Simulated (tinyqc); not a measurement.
Trench capacitor in an array: capacitance, non-linearity, leakage and relaxation: one step of the calculation.

A film between two metal electrodes, each interface adding a series capacitance ci. The small-signal permittivity is ek (1 + aq E^2); the field is found with the linear permittivity. Leakage J = J0 sinh(E/Ef). After a voltage step the film passes a relaxation current kr C V tt^(-nr), tt being the time in seconds. The sidewall is a coaxial capacitor with radii a = dm/2 - t and b = dm/2, depth AR dm; the end face is left out.

Task. Planar capacitance, field and non-linearity. Planar film: Cf = eps0 ek/t, 1/C = 1/Cf + 2/ci, EOT = 3.9 eps0/C, effective permittivity C t/eps0, E = (V/t) C/Cf; quadratic coefficient [C(V)/C - 1]/V^2 with Cf (1 + aq E^2) in C(V).

Inputs (values chosen for the exercise); permittivity of the order of that of zirconium oxide: relative permittivity of the film ek = 35.8; film thickness t = 4.4 nm; capacitance of each electrode interface (dead layer and screening) ci = 31 uF/cm^2; quadratic field coefficient of the permittivity aq = 0.016 cm^2/MV^2; bias V = 1.1 V; leakage prefactor J0 = 1.6e-10 A/cm^2; field for an e-fold rise of the leakage Ef = 0.45 MV/cm.

Constants: eps0 = 8.8541878128e-14 F/cm where lengths are in cm. Results are converted to the units shown.

Give: Cf; C; EOT; effective permittivity; E; quadratic coefficient; J.

Result.

Cf = 7.204 uF/cm^2
C = 4.918 uF/cm^2
EOT = 0.7021 nm
effective permittivity = 24.44
E = 1.707 MV/cm
quadratic coefficient = 2.591e4 ppm/V^2
J = 3.548e-9 A/cm^2

The interfaces take 31.7 % of the voltage.

Program tinyqc, `OMP_NUM_THREADS=1 python tinyqc.py 2102182 2102183 out.jsonl`; Intel Xeon 2.30GHz, shared host, one thread, about 0.01 s.
